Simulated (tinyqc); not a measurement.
Koster-Slater impurity in a tight-binding band, by Green functions and by supercells: one step, computed by the program tinyqc. Command: `OMP_NUM_THREADS=1 python tinyqc.py 3011725 3011726 out.jsonl kosterslater walk`. One thread of a shared host (Intel(R) Xeon(R) Processor @ 2.30GHz), about 0.05 s of CPU time with the checks.

One orbital per site, e(k) = -2 t sum cos(k_i) over 3 direction(s), band from -6 t to 6 t, lattice constant 1. One site has the extra energy U. Spin is left out.

Question. The host Green function outside the band. Outside the band G0(E) = (1/pi) int_0^pi dk (2/(pi z)) K(16 t^2/z^2), z = E + 2 t cos k, K the complete elliptic integral with parameter m; 200 Gauss-Legendre points. A bound state solves 1/U = G0(E). Energies: 0.05, 0.2, 0.5, 1, 2, 4 and 8 t beyond the band edge on the side of U, rounded to four digits.

Inputs (values chosen for the exercise, for a model band): hopping t = 1.9 eV; impurity potential U = -16.2 eV.

Lattice: simple cubic.

Give: Scan on the side of U.

Answer.

Scan on the side of U:

| E (eV) | G0 (1/eV) | 1/U - G0 (1/eV) |
|---|---|---|
| -11.49 | -0.1237 | 0.06192 |
| -11.78 | -0.1135 | 0.05175 |
| -12.35 | -0.1020 | 0.04031 |
| -13.30 | -0.0897 | 0.02802 |
| -15.20 | -0.0742 | 0.01245 |
| -19.00 | -0.0564 | -0.00534 |
| -26.60 | -0.0388 | -0.02288 |

G0 stays finite at the band edge, 0.252731/t in size, so binding needs |U| > 3.957 t.
